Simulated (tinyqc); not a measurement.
MP2 on RHF in the sto-3g basis, for H3+, spin multiplicity 1, step by step. One step of it, computed by the program tinyqc.

Question. Second-order Moller-Plesset energy. E2 = sum_ijab (ia|jb) [2 (ia|jb) - (ib|ja)] / (e_i + e_j - e_a - e_b) over occupied i, j and virtual a, b; the opposite-spin part is (ia|jb)^2 / denominator, the rest is same-spin, and SCS-MP2 scales them by 6/5 and 1/3.

orbital energies (hartree): [-1.011815, -0.226415, 0.018339]

Two-electron integrals over orbitals (pq|rs), unique and non-zero (hartree):
```
(11|11) 0.554698    (21|11) -0.016325   (21|21) 0.143462    (22|11) 0.513707
(22|21) 0.045234    (22|22) 0.602951    (31|11) 0.036124    (31|21) 0.001909
(31|22) -0.071624   (31|31) 0.145281    (32|11) 0.003170    (32|21) -0.105596
(32|22) -0.019046   (32|31) -0.036567   (32|32) 0.098479    (33|11) 0.558615
(33|21) -0.049233   (33|22) 0.479533    (33|31) 0.088198    (33|32) 0.017335
(33|33) 0.622282
```

Hartree-Fock energy = -1.21428850 hartree

Give: Terms; Pair energies; MP2 correlation energy; SCS-MP2 correlation energy; MP2 total energy.

Answer.

Terms:
```
i  j  a  b  (ia|jb)  (ib|ja)  denominator       term
1  1  2  2   0.1435   0.1435      -1.5708    -0.0131
1  1  3  3   0.1453   0.1453      -2.0603    -0.0102
1  1  3  2   0.0019   0.0019      -1.8156  -2.01e-06
1  1  2  3   0.0019   0.0019      -1.8156  -2.01e-06
```

Pair energies (hartree; pair i-j sums ij and ji):
```
pair  opposite spin  same spin
1-1         -0.0234          0
```

MP2 correlation energy = -0.023351 hartree

SCS-MP2 correlation energy = -0.028021 hartree

MP2 total energy = -1.237639 hartree
